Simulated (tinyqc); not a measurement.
Deformation-potential model of the Delta valleys of a conduction band: one step. Valley shifts. Three cases, with inputs chosen for the exercise.

Task: Apply the Herring-Vogt formula to each valley.

Valleys with axes along x, y and z, each a pair at +k and -k. Herring-Vogt shift of a valley with unit axis a: dE = Xd tr(e) + Xu a.e.a. Non-degenerate shares n_i = exp(-dE_i/kT)/sum_j exp(-dE_j/kT). Inverse mass tensor of a valley: (1 - a a)/mt + a a/ml; the masses are taken as independent of strain.

Give: Xd tr(e); a.e.a; shifts dE.

Case 1.

Values chosen (out of a larger set: near those of Si; not measured data): Xd = 1.07 eV (dilation potential); Xu = 8.97 eV (uniaxial potential).

strain tensor:
```
            x           y           z
x  0.00129384  0.00236613  0.00236613
y  0.00236613  0.00129384  0.00236613
z  0.00236613  0.00236613  0.00129384
```

Result:

Xd tr(e) = 4.15 meV

a.e.a: x 0.001294, y 0.001294, z 0.001294

shifts dE (meV): x 15.76, y 15.76, z 15.76

All valleys shift alike: this load keeps them equivalent by symmetry.

Case 2.

Values chosen (out of a larger set: near those of Si; not measured data): Xd = 1.09 eV (dilation potential); Xu = 9.69 eV (uniaxial potential).

strain tensor:
```
            x           y            z
x  0.00368768  0.00432020   0.00000000
y  0.00432020  0.00368768   0.00000000
z  0.00000000  0.00000000  -0.00279469
```

Result:

Xd tr(e) = 4.99 meV

a.e.a: x 0.003688, y 0.003688, z -0.002795

shifts dE (meV): x 40.73, y 40.73, z -22.09

The lowest valley is z, 62.8 meV below the highest; the mean shift over all valleys is (Xd + Xu/3) tr(e) = 19.79 meV.

Case 3.

Values chosen (out of a larger set: near those of Si; not measured data): Xd = 1.07 eV (dilation potential); Xu = 8.75 eV (uniaxial potential).

strain tensor:
```
            x           y            z
x  0.00236418  0.00283140   0.00000000
y  0.00283140  0.00236418   0.00000000
z  0.00000000  0.00000000  -0.00176340
```

Result:

Xd tr(e) = 3.17 meV

a.e.a: x 0.002364, y 0.002364, z -0.001763

shifts dE (meV): x 23.86, y 23.86, z -12.26

The lowest valley is z, 36.1 meV below the highest; the mean shift over all valleys is (Xd + Xu/3) tr(e) = 11.82 meV.

Computed by tinyqc, one run a case: `OMP_NUM_THREADS=1 python tinyqc.py N N+1 out.jsonl` with N = 1080856, 1081231, 1081252; one thread of a shared Intel(R) Xeon(R) Processor @ 2.30GHz, about 0.02 s a run at most.
